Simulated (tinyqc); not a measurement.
Plane-wave Kohn-Sham cycle with exchange-only LDA in a layered model solid, step by step. One step of it, computed by the program tinyqc.

Question. Iteration 1: potential. V_H(G) = 4 pi rho(G)/G^2 for G != 0 (uniform background); v_x = -(3 rho/pi)^(1/3); V = V_ext + V_H + v_x; Fourier components f(G_m) = (1/N) sum_j f(x_j) exp(-i G_m x_j).

A solid whose potential varies along x alone (atomic units):
```
parameter,value
period a,5.300000
cross-section of the cell,15.000000
electrons per cell,2
grid points,16
"plane waves -n..n, n",2
k points,2
V1 in V1 cos(2 pi x/a),-0.310000
V2 in V2 cos(4 pi x/a),-0.060000
```

density at the start, on the grid x_j = j a/N (e/bohr^3): 0.02515723  0.02515723  0.02515723  0.02515723  0.02515723  0.02515723  0.02515723  0.02515723  0.02515723  0.02515723  0.02515723  0.02515723  0.02515723  0.02515723  0.02515723  0.02515723

Give: Potentials on the grid; V(G_m), m = 0, 1, 2, ....

Answer.

Potentials on the grid (hartree):
```
x,V_ext,V_H,v_x,V
0.0000,-0.3700,0.0000,-0.2885,-0.6585
0.3312,-0.3288,0.0000,-0.2885,-0.6174
0.6625,-0.2192,0.0000,-0.2885,-0.5077
0.9938,-0.0762,0.0000,-0.2885,-0.3647
1.3250,0.0600,0.0000,-0.2885,-0.2285
1.6562,0.1611,0.0000,-0.2885,-0.1275
1.9875,0.2192,0.0000,-0.2885,-0.0693
2.3188,0.2440,0.0000,-0.2885,-0.0446
2.6500,0.2500,0.0000,-0.2885,-0.0385
2.9813,0.2440,0.0000,-0.2885,-0.0446
3.3125,0.2192,0.0000,-0.2885,-0.0693
3.6437,0.1611,0.0000,-0.2885,-0.1275
3.9750,0.0600,0.0000,-0.2885,-0.2285
4.3063,-0.0762,0.0000,-0.2885,-0.3647
4.6375,-0.2192,0.0000,-0.2885,-0.5077
4.9688,-0.3288,0.0000,-0.2885,-0.6174
```

V(G_m), m = 0, 1, 2, ... (hartree): -0.2885  -0.1550  -0.0300  0.0000  0.0000
